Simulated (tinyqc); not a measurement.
# Trap density from two Hall measurements

Question. p-type body, charge-sheet picture, full ionisation (an idealisation for deep acceptors), Boltzmann statistics for free electrons. e = Ec - EF at the surface. psi = Eg - Vt ln(Nv/Na) - e; N_dep = sqrt(2 eps0 eps_r Na (psi - Vt)/q); n_f = sqrt(N_dep^2 + 2 eps0 eps_r Vt Nc exp(-e/Vt)/q) - N_dep; Vg = Vfb + psi + q (N_dep + n_t + n_f)/Cox, Cox = eps0 eox/tox. Find e and n_t at both points and the mean trap density between them.

Parameters, values chosen for the exercise; band and dielectric values close to those of silicon:

| symbol | value | unit | meaning |
|---|---|---|---|
| T | 400 | K | temperature |
| Eg | 1.14 | eV | band gap |
| eps_r | 11.7 |  | relative permittivity |
| Nc | 4.31e19 | cm^-3 | conduction-band density of states at T |
| Nv | 4.03e19 | cm^-3 | valence-band density of states at T |
| eox | 3.9 |  | relative permittivity of the insulator |
| tox | 55 | nm | insulator thickness |
| Na | 4.3e15 | cm^-3 | acceptor density |
| Vfb | -0.76 | V | flat-band voltage without trapped charge |

Constants: q = 1.602176634e-19 C, kB = 1.380649e-23 J/K, Vt = kB T/q, eps0 = 8.8541878128e-14 F/cm where lengths are in cm. Results are converted to the units shown.

Vg (V): [0.38072017, 1.3996455]
free sheet density from the Hall effect (cm^-2): [2.1080823e10, 2.6030515e11]

Answer. Each n_f fixes e; what the gate voltage holds beyond psi, N_dep and n_f is trapped; the difference quotient is the density, smeared over a few Vt.

e (eV): [0.2700, 0.1640]
n_t (cm^-2): [3.845e10, 1.404e11]
mean trap density = 9.622e11 cm^-2 eV^-1

Program tinyqc, `OMP_NUM_THREADS=1 python tinyqc.py 2222094 2222095 out.jsonl`; Intel Xeon 2.30GHz, shared host, one thread, about 0.03 s.
